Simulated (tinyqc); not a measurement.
Inside a calculation. Model: effective-mass impurity with a central-cell term, in a basis of Slater functions. Computed by tinyqc, a small Python program that keeps every step. Command: `OMP_NUM_THREADS=1 python tinyqc.py 3030096 3030097 out.jsonl centralcell walk`. One thread of a shared host (Intel(R) Xeon(R) Processor @ 2.30GHz), about 0.01 s of CPU time with the checks. Intermediate numbers are printed to about 5 digits and carried at full precision; extremes and crossings named in words are read from the listed rows.

The envelope obeys H = -nabla^2 - (2/r) [Z + A exp(-kappa r)] in effective units, with kappa = a*/lambda; positive A deepens the well near the core.

Inputs (values chosen for the exercise, with screening close to that of CdS):
```
quantity                   value      unit
effective mass m           0.396       m_0
dielectric constant eps     8.91         -
charge Z of the core           1         -
central-cell strength A      1.9         -
central-cell range lambda    2.2  angstrom
basis size n                   4         -
smallest exponent zeta_1    0.49      1/a*
ratio beta of exponents      2.6         -
```

Impurity: acceptor, one isotropic band.

Constants: Ry = 13.605693123 eV; a_0 = 0.529177210903 angstrom.

## Effective units

Units: Ry* = Ry m/eps^2 and a* = a_0 eps/m, with m in m_0. kappa = a*/lambda; the hydrogenic ground state is bound by Z^2 Ry*.

Ry* = 67.867 meV

a* = 11.906 angstrom

kappa = 5.4120 1/a*

hydrogenic binding energy = 67.867 meV

## Matrices over the s basis

zeta_i = zeta_1 beta^(i-1), i = 1..n. For s functions exp(-zeta r), with s = zeta_i + zeta_j: S = 2/s^3, T = zeta_i zeta_j S, V = -2 Z/s^2, W = -2 A/(s + kappa)^2; each function is normalised by dividing by sqrt(S_ii S_jj).

exponents (1/a*): 0.49  1.274  3.3124  8.61224

overlap S:
```
        1       2       3       4
1  1.0000  0.7189  0.3009  0.0920
2  0.7189  1.0000  0.7189  0.3009
3  0.3009  0.7189  1.0000  0.7189
4  0.0920  0.3009  0.7189  1.0000
```

kinetic T (Ry*):
```
         1         2        3        4
1   0.2401   0.44875  0.48839  0.38808
2  0.44875  1.623076   3.0336   3.3015
3  0.48839    3.0336   10.972   20.507
4  0.38808    3.3015   20.507   74.171
```

Coulomb V (Ry*):
```
          1        2        3          4
1     -0.98  -1.2681  -1.1441   -0.83707
2   -1.2681   -2.548  -3.2970    -2.9748
3   -1.1441  -3.2970  -6.6248    -8.5721
4  -0.83707  -2.9748  -8.5721  -17.22448
```

central cell W (Ry*):
```
           1         2         3         4
1  -0.043768  -0.14559  -0.37018  -0.62549
2   -0.14559  -0.49605   -1.3181   -2.3604
3   -0.37018   -1.3181   -3.8128   -7.7055
4   -0.62549   -2.3604   -7.7055   -18.948
```

## Generalised eigenproblem

(T + V + W) c = E S c with c^T S c = 1 and the largest component positive.

two lowest levels (Ry*): -1.5360  -0.2731

coefficients of the lowest state: -0.02433  0.88560  0.16605  0.01223

<T> = 2.6102 Ry*

<W> = -0.95748 Ry*

## Converged levels

Large basis: zeta_i = 0.06 x 1.6^(i-1), i = 1..22, same formulas; for p functions r exp(-zeta r): S = 24/s^5, T = zeta_i zeta_j S (centrifugal term included), V = -12 Z/s^4, W = -12 A/(s + kappa)^4; overlap eigenvalues below 1e-11 are dropped. Binding energies are -E Ry*; the effective quantum number is nu = Z/sqrt(-E); |psi(0)|^2 is given relative to the hydrogenic Z^3/(pi a*^3).

1s binding energy = 104.27 meV

2s binding energy = 20.478 meV

2p binding energy = 17.007 meV

effective quantum number of 1s = 0.80678

relative |psi(0)|^2 = 6.6487

The central cell moves 1s by +36.402 meV, 2s by +3.511 meV and 2p by +0.0402 meV: p states vanish at the core, so the 2p level gives the hydrogenic scale and 1s the chemical shift. The small basis lies 0.025 meV above the converged 1s level. Caution: the density at the core is many times hydrogenic, so the result hangs on the model potential inside one cell, where the envelope picture is weak.

## Chemical shift by three methods

First order: shift = 8 A Z^3/(2 Z + kappa)^2 Ry*. One exponent: minimise zeta^2 - 2 Z zeta - 8 A zeta^3/(2 zeta + kappa)^2 by golden section on 0.2 to 6 Z. All shifts are the binding beyond Z^2 Ry*.

Shift of the 1s binding energy (meV):
```
A       first order  one exponent  large basis
-1.900      -18.777       -13.331      -12.086
-0.950       -9.389        -7.780       -7.374
0.190         1.878         1.960        1.983
0.475         4.694         5.247        5.405
0.950         9.389        11.907       12.643
1.900        18.777        32.546       36.402
2.380        23.521        49.515       56.154
```

The three columns are ordered, first order <= one exponent <= large basis, since each is a variational bound with more freedom. At the largest attractive A first order gives 42 % and one exponent 88 % of the shift; at the most repulsive A the true shift is -12.086 meV against -18.777. Attraction pulls the envelope in and feeds itself, repulsion pushes it out and saturates.

## Convergence with the basis

The error is the lowest level above the large-basis value.

Error of the 1s level:
```
n  error (meV)  largest exponent (1/a*)
1   5.1084e+01               4.9000e-01
2   7.4429e+00               1.2740e+00
3   2.6632e-01               3.3124e+00
4   2.5302e-02               8.6122e+00
5   2.5242e-02               2.2392e+01
6   2.5233e-02               5.8219e+01
7   2.5225e-02               1.5137e+02
8   2.5222e-02               3.9356e+02
```

The error falls from 51.1 to 0.0252 meV. The last function changes it by less than 5 %: it has levelled off, and what remains is set by beta and zeta_1, not by the range of exponents.

Checks made by the program: the large basis at A = 0 against Z^2, Z^2/4 and Z^2/4 (relative difference 5e-06).
